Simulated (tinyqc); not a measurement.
# Gate sheet resistance from two finger widths

Question. At low frequency R = Rsh Wf/(3 L) + B/Wf, where B collects the channel and vertical terms. Find Rsh, B and the width of lowest R.

Inputs (values chosen for the exercise): channel length L = 0.26 um.

input resistance of single fingers, contacted at one end, of width 0.77 and 4 um (ohm): [297.56044, 116.53846]

Answer. R Wf is a straight line in Wf^2; the minimum of R lies where both terms are equal.

Rsh = 12.0 ohm/square
B = 220 ohm um
width of lowest R = 3.78 um

Numbers from tinyqc (`OMP_NUM_THREADS=1 python tinyqc.py 2262042 2262043 out.jsonl`; about 0.01 s on one thread of a shared Intel Xeon 2.30GHz).
